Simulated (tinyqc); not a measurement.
# Changing the temperature T

Model: Heisenberg spin cluster by exact diagonalisation: multiplets, susceptibility, level crossings. Computed by tinyqc, a small Python program. Command: `OMP_NUM_THREADS=1 python tinyqc.py 3026686 3026687 out.jsonl spincl sweep`. One thread of a shared host (Intel(R) Xeon(R) Processor @ 2.30GHz), about 0.01 s of CPU time with the checks.

H = J1 sum S_i.S_j over the bonds 1-2, 2-3, 3-4, 4-1 + J2 sum over 1-3, 2-4 - g mu_B B S_z; J > 0 is antiferromagnetic.

Inputs (values chosen for the exercise, for a model cluster):

| quantity | value | unit |
|---|---|---|
| exchange J1 | 2.17 | meV |
| exchange J2 | 2.5 | meV |
| g factor | 2.06 | - |
| field B | 0.7 | T |

Cluster: square with diagonals J2. Spin s of each site: 0.5.

Constants: k_B = 8.617333262e-05 eV/K; mu_B = 5.7883818060e-05 eV/T.

Method:
- Every multiplet has one member in the block S_z = 0; diagonalise it and read the total spin from <S^2> = S (S + 1).
- Z = sum k (2S + 1) exp(-E/(k_B T)) over the table, k the number of multiplets; <S^2> likewise with the factor S (S + 1); chi T = N_A g^2 mu_B^2 <S^2>/(3 k_B) = 0.125049 g^2 <S^2> cm^3 K/mol (cgs, per mole of clusters); C = (<E^2> - <E>^2)/(k_B T)^2; entropy = ln Z + <E>/(k_B T).
- Each multiplet splits as E - g mu_B B m; <S_z> is the Boltzmann mean. The first level crossing is at the smallest (E_S - E_0)/(g mu_B (S - S_0)) over higher spins (0 if the ground state has the highest spin).

One run for each value:

| temperature T (K) | chi T (cm^3 K/mol) | heat capacity (k_B) | entropy (k_B) | <S_z> |
|---|---|---|---|---|
| 3.3 | 1.0188e-03 | 0.5115 | 0.3105 | 0.000191 |
| 5.4 | 2.8853e-02 | 1.0345 | 0.6632 | 0.003268 |
| 8.8 | 1.8279e-01 | 1.5603 | 1.3370 | 0.012655 |
| 24.0 | 7.2300e-01 | 0.5457 | 2.3877 | 0.018329 |
| 39.0 | 9.5816e-01 | 0.2968 | 2.5873 | 0.014948 |
| 64.0 | 1.1617e+00 | 0.1420 | 2.6925 | 0.011044 |
| 110.0 | 1.3249e+00 | 0.0559 | 2.7429 | 0.007329 |
| 170.0 | 1.4142e+00 | 0.0249 | 2.7597 | 0.005061 |

Give the missing row, temperature T (K) = 14.0.

Computed row:
```
temperature T (K)  chi T (cm^3 K/mol)  heat capacity (k_B)  entropy (k_B)     <S_z>
14.0                       4.3593e-01               1.0735         1.9685  0.018949
```

Interpolating between the two neighbouring rows (the first column on a logarithmic scale, the others too where they are positive) misses most in chi T (cm^3 K/mol), by 21 %. Over the rows, chi T (cm^3 K/mol) rises from 0.00102 to 1.41 (exponent d ln y / d ln x 6.8 between the first rows and 0.15 between the last); heat capacity (k_B) goes from 0.512 through a maximum among these rows, 1.56 at 8.80, to 0.0249; entropy (k_B) rises from 0.311 to 2.76 (exponent d ln y / d ln x 1.5 between the first rows and 0.014 between the last).

Extremes, crossings and ranges named in words are read from the listed rows.
